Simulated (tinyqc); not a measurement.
MESFET, gradual channel with velocity saturation: one step of the calculation.

A uniformly doped n-type channel, depleted from the top by a Schottky gate; at channel potential V the depleted share of a is u = sqrt((Vbi - Vg + V)/Vp), s at the source. Electrons drift with v = mu E/(1 + mu E/vsat). Abrupt depletion edge, no series resistance, source at 0.

Question. The saturation point by Newton steps. a is the channel (half-)thickness, Vp its pinch-off voltage and Z = mu Vp/(vsat L); an iterate with u > 1 is an overshoot, not a physical state. f = (1 - u)(1 + Z (u^2 - s^2)) - Z F/3, F = 3 (u^2 - s^2) - 2 (u^3 - s^3); f' = -(1 + Z (u^2 - s^2)); u(new) = u - f/f'.

u after iteration 1 = 0.99888403
Z = 27.257801
s = 0.72689645

Wanted: f; f'; u after iteration 2.

Answer.

f = -1.647
f' = -13.79
u after iteration 2 = 0.8795

Program tinyqc, `OMP_NUM_THREADS=1 python tinyqc.py 2500119 2500120 out.jsonl`; Intel Xeon 2.30GHz, shared host, one thread, about 0.07 s.
